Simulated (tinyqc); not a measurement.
## Trench capacitor in an array: capacitance, non-linearity, leakage and relaxation: charge lost after writing

A film between two metal electrodes, each interface adding a series capacitance ci. The small-signal permittivity is ek (1 + aq E^2); the field is found with the linear permittivity. Leakage J = J0 sinh(E/Ef). After a voltage step the film passes a relaxation current kr C V tt^(-nr), tt being the time in seconds. The sidewall is a coaxial capacitor with radii a = dm/2 - t and b = dm/2, depth AR dm; the end face is left out.

Planar film: Cf = eps0 ek/t, 1/C = 1/Cf + 2/ci, EOT = 3.9 eps0/C, effective permittivity C t/eps0, E = (V/t) C/Cf. A capacitor written for t0 and then left open loses, as a share of C V, kr (tt^(1 - nr) - t0^(1 - nr))/(1 - nr) by relaxation and J tt/(C V) by leakage; both are taken as small, and rows far outside that range are left out.

Parameters, values chosen for the exercise; permittivity of the order of that of titanium dioxide: relative permittivity of the film ek = 75.8; film thickness t = 6.5 nm; capacitance of each electrode interface (dead layer and screening) ci = 60 uF/cm^2; quadratic field coefficient of the permittivity aq = 0.033 cm^2/MV^2; bias V = 0.6 V; exponent of the relaxation current nr = 0.958; strength of the relaxation kr = 0.0019; leakage prefactor J0 = 2.1e-11 A/cm^2; field for an e-fold rise of the leakage Ef = 0.25 MV/cm; duration of the write pulse t0 = 1e-7 s.

Constants: eps0 = 8.8541878128e-14 F/cm where lengths are in cm. Results are converted to the units shown.

The same in every row: leakage current (nA/cm^2) = 0.1631.

Charge lost after writing:
```
tt (s)  relaxation current (nA/cm^2)  loss by relaxation (%)  loss by leakage (%)  total loss (%)
1e-6                         4.902e6                  0.2334             3.538e-9          0.2334
1e-5                         5.399e5                  0.4905             3.538e-8          0.4905
0.0001                       5.948e4                  0.7738             3.538e-7          0.7738
0.001                           6552                   1.086             3.538e-6           1.086
0.01                           721.7                   1.429             3.538e-5           1.429
0.1                            79.50                   1.808             3.538e-4           1.808
1                              8.757                   2.225             0.003538           2.229
10                            0.9646                   2.684              0.03538           2.720
100                           0.1063                   3.190               0.3538           3.544
1000                         0.01170                   3.748                3.538           7.286
```

The two currents are equal at tt = 63.9 s. The loss by relaxation grows from 0.233 to 3.75 %, by 0.257 points over the first decade and 0.557 over the last, while the loss by leakage grows tenfold a decade. Relaxation is the larger loss in every row.

tinyqc, about 0.01 s, one thread, Intel Xeon 2.30GHz (shared host): `OMP_NUM_THREADS=1 python tinyqc.py 2102014 2102015 out.jsonl`
